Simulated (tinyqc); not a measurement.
BCS gap equation with a constant attraction inside the Debye window: one step, computed by the program tinyqc. Command: `OMP_NUM_THREADS=1 python tinyqc.py 3017794 3017795 out.jsonl bcs walk`. One thread of a shared host (Intel(R) Xeon(R) Processor @ 2.30GHz), about 0.01 s of CPU time with the checks.

Pairs attract with strength V for |xi| < k_B Theta; N(0) is the density of states for one spin. Energies are given as temperatures (E/k_B, in K) unless marked.

Problem. Critical temperature. Gap equation: 1/(N(0)V) = I(Delta, T) = int_0^Theta tanh(E/2T)/E d xi, E = sqrt(xi^2 + Delta^2); 64 Gauss-Legendre points in y with xi = max(Delta, T) sinh(y). T_c solves I(0, T_c) = 1/(N(0)V); the weak-coupling form is T_c = (2 e^C/pi) Theta exp(-1/(N(0)V)) with Euler's C = 0.5772157, and 2 Delta_0/T_c then tends to 2 pi e^-C = 3.528.

Inputs (values chosen for the exercise, for a model metal): coupling N(0)V = 0.357; Debye temperature Theta = 451 K.

Solver: secant.

Delta_0 = 54.99215 K

Give: T_c; weak-coupling T_c; 2 Delta_0/T_c.

Solution.

T_c = 31.06 K

weak-coupling T_c = 31.06 K

2 Delta_0/T_c = 3.541

T_c/Theta = 0.0689; the ratio lies +0.37 % from 3.528. Within this model the ratio cannot pass 4; larger values in real metals come from retardation, which it leaves out. Caution: at this coupling retardation and damping of the phonon exchange (Eliashberg theory) matter.
